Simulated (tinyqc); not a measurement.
Gamma, L and X subbands of a thin body with non-parabolic valleys: sweeps and comparisons. A value that a table varies takes the place of the one given here.

Hard walls, flat band, c = hbar^2/2m0, energies from the bulk Gamma edge. For a valley at angle theta to the normal 1/m_z = cos^2/ml + sin^2/mt and m_d = sqrt(ml mt^2/m_z). Subband n starts at E_v + e with e (1 + a e) = c (n pi/t)^2/m_z, and its density-of-states mass is taken as m_d (1 + 2 a e), without further growth at higher in-plane energy. Groups are named by valley and degeneracy.

n_i = g m/(2 pi c) kB T ln(1 + exp((EF - E_i)/kB T)), sum n_i = Ns (1e12/cm^2 = 1e-4/angstrom^2), c = hbar^2/2m0. Quantum capacitance Cq = 1602.176634 sum g m/(2 pi c) f_i in microfarad/cm^2 with f_i = 1/(1 + exp((E_i - EF)/kB T)); Cox = 34.5313/eot (one gate); C/Cox = Cq/(Cq + Cox), the centroid term left out.

Constants: hbar^2/2m0 = 3.80998211 eV angstrom^2; kB = 8.617333262e-05 eV/K.

Parameters, chosen for this exercise (near those of a thin GaAs channel; shifted at random, so the results belong to these values and not to a real crystal): face = 100 (surface); mG = 0.0676 m0 (Gamma mass); aG = 0.57 1/eV (Gamma non-parabolicity); EL = 0.261 eV (L edge above Gamma); mL = (1.976, 0.077) m0 (L valleys (four, along <111>): ml, mt); EX = 0.48 eV (X edge above Gamma); mX = (1.311, 0.227) m0 (X valleys (three, along <100>): ml, mt); aS = 0.48 1/eV (non-parabolicity of L and X); Ns = 3.6 x 1e12/cm^2 (sheet density); T = 300 K (temperature); eot = 9 angstrom (equivalent oxide thickness); ts = (18, 24, 30, 40, 55, 75, 110) angstrom (thicknesses); t = 60 angstrom (body thickness); Nl = (0.5, 1, 2, 4, 7, 11, 16) x 1e12/cm^2 (sheet densities).

## Thinning the body

Lowest edge of each valley type, the lowest group, the Gamma share and C/Cox, with n = 1 to 8 of all groups.

Results:

| t (angstrom) | Gamma (eV) | L (eV) | X (eV) | lowest | Gamma share (%) | C/Cox |
|---|---|---|---|---|---|---|
| 18 | 1.067 | 1.014 | 0.565 | X1 | 0.0 | 0.761 |
| 24 | 0.692 | 0.731 | 0.529 | X1 | 0.2 | 0.764 |
| 30 | 0.484 | 0.581 | 0.511 | G1 | 35.0 | 0.817 |
| 40 | 0.297 | 0.451 | 0.498 | G1 | 79.1 | 0.729 |
| 55 | 0.168 | 0.365 | 0.489 | G1 | 91.4 | 0.652 |
| 75 | 0.094 | 0.318 | 0.485 | G1 | 95.3 | 0.611 |
| 110 | 0.045 | 0.288 | 0.482 | G1 | 97.9 | 0.645 |

From 110 down to 18 angstrom Gamma rises by 1.02 eV, L by 0.73 and X by 0.08 eV, the light Gamma mass moving most. The lowest group changes from G1 to X1 between 30 and 24 angstrom. The Gamma share goes from 98 % to 0 %. C/Cox is 0.65 and 0.76 at the ends and lies between 0.61 and 0.82. Hard walls overstate the rise in the thinnest rows.

## Raising the sheet density

Fixed thickness, n = 1 to 8 of all groups; the gate overdrive above the lowest edge is (EF - E_lowest)/e + 0.1602177 Ns/Cox in volts.

Results:

| Ns (1e12/cm^2) | EF - lowest (eV) | Gamma share (%) | Cq | C/Cox | overdrive (V) |
|---|---|---|---|---|---|
| 0.5 | -0.006 | 99.2 | 2.35 | 0.380 | 0.015 |
| 1.0 | 0.020 | 98.9 | 3.69 | 0.490 | 0.062 |
| 2.0 | 0.057 | 97.7 | 5.02 | 0.567 | 0.140 |
| 4.0 | 0.110 | 90.9 | 7.41 | 0.659 | 0.277 |
| 7.0 | 0.155 | 72.7 | 16.39 | 0.810 | 0.447 |
| 11.0 | 0.182 | 54.5 | 31.70 | 0.892 | 0.642 |
| 16.0 | 0.203 | 41.6 | 48.53 | 0.927 | 0.871 |

The lowest subband is G1 n=1. At the highest density band filling takes 0.203 V of the 0.871 V overdrive. Cq grows from 2.4 to 48.5 microfarad/cm^2, helped by heavier valleys that begin to fill: the Gamma share falls from 99 % to 42 %.

## What each parameter does

n = 1 to 8 of all groups. Each row changes one parameter from the base and keeps the others.

Results:

| case | lowest edge (eV) | EF (eV) | Gamma share (%) | C/Cox |
|---|---|---|---|---|
| base | 0.143 | 0.244 | 92.9 | 0.637 |
| t = 54 angstrom | 0.174 | 0.270 | 91.0 | 0.655 |
| mG = 0.0777 m0 | 0.125 | 0.219 | 97.3 | 0.625 |
| aG = 0.4 1/eV | 0.146 | 0.250 | 91.2 | 0.643 |
| EL = 0.211 eV | 0.143 | 0.226 | 76.5 | 0.726 |
| Ns = 5.4 x 1e12/cm^2 | 0.143 | 0.279 | 82.6 | 0.740 |
| eot = 7 angstrom | 0.143 | 0.244 | 92.9 | 0.577 |
| T = 250 K | 0.143 | 0.249 | 96.8 | 0.613 |

The largest shifts from the base row, up to three for each result and ties (the steps differ in size, so this ranks the rows, not the parameters). lowest edge (eV): t +0.031, mG -0.017, aG +0.003; unchanged at the printed digits by EL, Ns, eot and T. EF (eV): Ns +0.034, t +0.026, mG -0.025; unchanged at the printed digits by eot. Gamma share (%): EL -16.4, Ns -10.3, mG +4.4; unchanged at the printed digits by eot. C/Cox: Ns +0.103, EL +0.089, eot -0.060.

tinyqc: `OMP_NUM_THREADS=1 python tinyqc.py 1251844 1251845 out.jsonl`; about 0.02 s, one thread, shared Intel(R) Xeon(R) Processor @ 2.30GHz.
